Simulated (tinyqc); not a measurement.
Junctionless gate-all-around wire, depletion approximation: one step of the calculation.

A uniformly doped n-type wire of radius R under a surrounding gate; long channel. Below flat band a shell from radius rc to R is fully depleted and the neutral core, at channel potential V (0 at the source, Vd at the drain), carries the current with constant mobility; s = (rc/R)^2 is the share of the cross-section that conducts. The edge of the depleted shell is taken as abrupt, so there is no subthreshold current.

Task. Core radius, conductance and current. s solves Vfb - Vg + V = A (1 - s + s ln s) + B (1 - s), and s = 0 where the left side exceeds A + B. I = (q mu Nd pi R^2/L)[g(s0) - g(sL)], g = A (s^2/4 - (s^2/2) ln s) + B s^2/2, with s0 at V = 0 and sL at V = Vd. rc = R sqrt(s0); the small-signal conductance at Vd = 0 is q mu Nd pi R^2 s0/L.

Inputs (values chosen for the exercise); material values close to those of silicon:
```
symbol   value        unit                         meaning
R           20          nm                     wire radius
Nd      1.2e18       cm^-3                   donor density
mu          98  cm^2/(V s)  effective mobility in the wire
L          0.5          um                     gate length
Vd        0.05           V                   drain voltage
```

Constants: q = 1.602176634e-19 C. Results are converted to the units shown.

s0 = 0.52034211
sL = 0.32212651
A = 0.18247188 V
B = 0.092779374 V

Find: rc at the source; conductance; I.

Result.

rc at the source = 14.43 nm
conductance = 2.464 uS
I = 0.09839 uA

Program tinyqc, `OMP_NUM_THREADS=1 python tinyqc.py 2460157 2460158 out.jsonl`; Intel Xeon 2.30GHz, shared host, one thread, about 0.01 s.
